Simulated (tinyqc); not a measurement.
One level coupled to a phonon between two leads, self-consistent Born approximation: two steps of the calculation.

Wide-band leads with mu_L = +V/2 and mu_R = -V/2; phonons in equilibrium, Nq = 1/(exp(w0/kB T) - 1). Scattering links only energies that differ by w0, so a ladder E_k = E1 + k w0 closes on itself; terms that reach past its ends are dropped. Gn and Gp are the electron and hole parts of the spectral function A = Gn + Gp.

Parameters, values chosen for the exercise: temperature of leads and phonons T = 150 K; phonon energy w0 = 25 meV; level ed = -28 meV; coupling to the left lead GL = 16 meV; coupling to the right lead GR = 10 meV; electron-phonon matrix element M = 10 meV; bias V = 49 mV.

Constants: q = 1.602176634e-19 C, kB = 1.380649e-23 J/K, Vt = kB T/q. Results are converted to the units shown.

Task 1. Scattering functions. Sin(E) = M^2 [(Nq + 1) Gn(E + w0) + Nq Gn(E - w0)], Sout(E) = M^2 [(Nq + 1) Gp(E - w0) + Nq Gp(E + w0)]. Nq = 1/(exp(w0/kB T) - 1).

```
rung    Gn (1/meV)    Gp (1/meV)
0      0.043136870  0.0025573307
1       0.10471422   0.029306402
2      0.013800525   0.010521271
3     0.0023204255  0.0058198375
4     2.6336946e-4  0.0036946150
5     2.4546171e-5  0.0022981267
```

Give: Sin; Sout.

Result 1.

```
rung  Sin (meV)  Sout (meV)
0        12.241     0.49523
1        2.3422     0.47674
2        2.0408      3.5242
3       0.26399      1.2924
4      0.042081     0.71916
5     0.0044505     0.43189
```

Task 2. Green functions. |G|^2 = 1/[(E - ed)^2 + (GL + GR + Sin + Sout)^2/4], Gn = |G|^2 (GL fL + GR fR + Sin), Gp = |G|^2 (GL (1 - fL) + GR (1 - fR) + Sout), f = 1/(1 + exp((E - mu)/kB T)). On a single ladder the real part of the phonon self-energy, which needs all energies, is left out.

```
rung  E (meV)     Sin (meV)  Sout (meV)
0         -48     12.240924  0.49523124
1         -23     2.3422032  0.47674049
2           2     2.0407565   3.5242174
3          27    0.26399422   1.2923528
4          52   0.042080881  0.71916434
5          77  0.0044505219  0.43189458
```

Find: Gn after iteration 1; Gp after iteration 1.

Result 2.

```
rung  Gn after iteration 1 (1/meV)  Gp after iteration 1 (1/meV)
0                         0.047458                     0.0025162
1                         0.097393                      0.026489
2                         0.014615                      0.012855
3                        0.0023875                     0.0061841
4                        2.6936e-4                     0.0037983
5                        2.4931e-5                     0.0023355
```

Range of the model: The self-consistent Born approximation keeps only non-crossing phonon lines and no Hartree shift; it is rough once the coupling nears the phonon energy.

Computed by the program tinyqc: `OMP_NUM_THREADS=1 python tinyqc.py 2720015 2720016 out.jsonl`, one thread of a shared Intel Xeon 2.30GHz, about 0.04 s for the whole run.
